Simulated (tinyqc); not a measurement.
# Worked calculation: transfer-length model of a contact

Numbers from tinyqc (`OMP_NUM_THREADS=1 python tinyqc.py 2760072 2760073 out.jsonl`; about 0.01 s on one thread of a shared Intel Xeon 2.30GHz). Printed values are rounded.

A metal contact of length d and width W on a thin layer of the same width. The metal has no resistance, the sheet resistance under it equals Rsh, and current enters the layer at the front edge x = 0.

Parameters, values chosen for the exercise: contact length d = 0.56 um; contact width W = 1.3 um.

## Straight-line fit

```
gap  L (um)  R_T (ohm)
1      0.27     48.177
2      0.49     66.979
3      0.91     103.25
4       1.7     169.58
5       3.1     288.23
6       5.7      510.7
```

Pairs of such contacts at gaps L have R_T = Rsh L/W + 2 Rc. The values of R_T were made from Rsh and rc with a random scatter of 1 % and are treated as data. Least squares: slope = sum (L - mean L)(R_T - mean R_T)/sum (L - mean L)^2, intercept = mean R_T - slope mean L. Rsh = slope W, Rc = intercept/2, and A = Rc/slope is half the distance from the origin to the zero of the line.

slope = 85.10159 ohm/um
intercept = 25.20495 ohm
Rsh = 110.6321 ohm/sq
Rc = 12.60248 ohm
A = 0.1480874 um

## Iteration 1: transfer length

Lt at the start = 0.1480874 um

A = Lt coth(d/Lt) is solved for Lt, starting from Lt = A. Lt(new) = sqrt(Lt A tanh(d/Lt)), the geometric mean of the old value and the plain step.

Lt after iteration 1 = 0.1480106 um

## Iteration 2: transfer length

As before.

Lt after iteration 2 = 0.1479724 um

## Course of the iteration

Stop when Lt changes by less than 1e-9 of itself, or after 40 iterations.

Course of the iteration:
```
iteration    Lt (um)  relative change
1          0.1480106          5.19e-4
2          0.1479724          2.58e-4
3          0.1479535          1.28e-4
4          0.1479441          6.34e-5
5          0.1479395          3.15e-5
6          0.1479372          1.56e-5
7          0.1479360          7.74e-6
8          0.1479355          3.84e-6
9          0.1479352          1.91e-6
...              ...              ...
12         0.1479349          2.33e-7
13         0.1479349          1.15e-7
14         0.1479349          5.72e-8
15         0.1479349          2.84e-8
16         0.1479349          1.41e-8
17         0.1479349          6.99e-9
18         0.1479349          3.47e-9
19         0.1479349          1.72e-9
20         0.1479349         8.53e-10
```

Converged in 20 iterations.

## Contact resistivity

converged Lt = 0.1479349 um

rc = Rsh Lt^2. Short cuts: Rsh A^2 (long contact, Lt = A) and Rc W d (short contact, even current).

rc = 2.421154e-8 ohm cm^2
Rsh A^2 = 2.426149e-8 ohm cm^2
Rc W d = 9.174602e-8 ohm cm^2

The extracted rc is 3.2 % below the value 2.5e-8 ohm cm^2 that made the data. The long-contact form is 0.21 % above the extracted value and the short-contact form 3.79 times it; both can only overstate it.
